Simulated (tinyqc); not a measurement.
Heavy doping: band filling, gap narrowing, band tails and the effective intrinsic density: one step, computed by the program tinyqc.

An n-type crystal above its Mott density, with all dopants ionised: n = N_D - N_A, ionised centres N_I = N_D + N_A. Valleys are taken as spherical with mass m_e.

Problem. What optics and devices see. n = M_c (1/(2 pi^2)) (m_e/(hbar^2/2m_0))^(3/2) int sqrt(E (1 + aE)) (1 + 2 aE) f dE with a = (1 - m_e)^2/E_g, f = 1/(1 + exp((E - E_F)/k_B T)); trapezoid rule in t = sqrt(E/k_B T), step 0.02 up to 12; E_F by bisection from the band edge. Absorption edge of a direct gap, from the valence band at k_F (T = 0 value) to the Fermi level: E_g - narrowing + E_F + (hbar^2/2m_0) k_F^2/m_h, k_F = (3 pi^2 n)^(1/3); the shift is the edge less E_g. n p/n_i^2 = exp(narrowing/k_B T) x (n/N) exp(-E_F/k_B T), N being the limit of n exp(-E_F/k_B T) far below the edge (taken at E_F = -12 k_B T); apparent narrowing = k_B T ln(n p/n_i^2).

Inputs (values chosen for the exercise, for a model semiconductor): gap E_g = 5.68 eV; electron mass m_e = 0.282 m_0; valleys M_c = 1; hole mass m_h = 2.68 m_0; temperature T = 150 K.

Conduction band: non-parabolic (Kane).

n = 1.08e+19 cm^-3

E_F above the band edge = 60.39581 meV

gap narrowing = 88.54045 meV

Constants: k_B = 8.617333262e-05 eV/K; hbar^2/(2 m_0) = 3.80998212 eV angstrom^2.

Give: shift of the absorption edge; absorption edge; apparent narrowing; log10(n p/n_i^2).

Solution.

shift of the absorption edge = -21.497 meV

absorption edge = 5.6585 eV

apparent narrowing = 55.173 meV

log10(n p/n_i^2) = 1.8537

Degeneracy takes back 33.4 meV of the 88.5 meV of narrowing, and the minority density stays above its ideal value n_i^2/n. Caution: r_s is above 1.2, where these high-density terms are rough.
